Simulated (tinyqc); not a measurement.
Inside a calculation. Model: read current of a NAND string, cells in series solved by shooting.

Numbers from tinyqc (`OMP_NUM_THREADS=1 python tinyqc.py 2142281 2142282 out.jsonl`; about 0.3 s on one thread of a shared Intel Xeon 2.30GHz). Printed values are rounded.

Cells in series, numbered from 0 at the source line (0 V) to the bit line, each followed by a gap resistance Rg. A cell with gate Vg, threshold VT, source Vs and drain Vd passes I = 2 nf K Vt^2 [F(Vs) - F(Vd)]/(1 + th max(Vg - VT, 0)), F(V) = ln^2(1 + exp((Vg - VT - nf V)/(2 nf Vt))). The selected cell has Vg = Vr, the others Vg = Vp.

Parameters, values chosen for the exercise; values of the order met in vertical NAND strings:
- T = 300 K (temperature)
- K = 3 uA/V^2 (gain factor of a cell)
- nf = 1.9 (slope factor)
- th = 0.17 1/V (mobility reduction factor)
- Rg = 6.7 kohm (resistance of the gap between cells)
- Vbl = 0.3 V (bit-line voltage)
- Vp = 7 V (pass voltage)
- Vr = 3.14 V (read voltage on the selected word line)

Constants: q = 1.602176634e-19 C, kB = 1.380649e-23 J/K, Vt = kB T/q. Results are converted to the units shown.

## Step 1: node voltages for a trial current

first trial current = 0.23 uA
thresholds from the source end, cell 0 to 4 (V): [-1.6, -1.6, -1.6, 1.3, -1.6]

For a trial current I start at 0 V and, cell by cell (the selected one is cell 3), solve for the drain: sqrt(F(Vd)) = sqrt(F(Vs) - I/k), k = 2 nf K Vt^2/(1 + th max(Vg - VT, 0)), Vd = [Vg - VT - 2 nf Vt ln(exp(sqrt F) - 1)]/nf, then add I Rg.

node voltage after each cell and gap, trial 1, cell 0 to 4 (V): [0.0235425, 0.0472007, 0.0709762, 0.133624, 0.157839]

## Step 2: node voltages for a trial current

second trial current = 0.36 uA

As before.

node voltage after each cell and gap, trial 2, cell 0 to 4 (V): [0.0368969, 0.0740793, 0.111554, 0.216915, 0.255562]

## Course of the secant iteration

Secant steps on the end voltage less Vbl, from the two trials; a trial above the saturation current of a cell has no solution and is moved halfway to the previous trial. Stop below 1e-9 V.

Course of the iteration:
```
iteration    I (uA)  end voltage - Vbl (V)  halvings
1          0.419116                2.73e-3         0
2          0.415695               -5.41e-5         0
3          0.415762               -6.66e-8         0
4          0.415762               1.62e-12         0
```

Converged in 4 iterations to I = 0.41576 uA. The selected cell takes 41.0 % of the bit-line voltage and the gaps together 4.64 %.
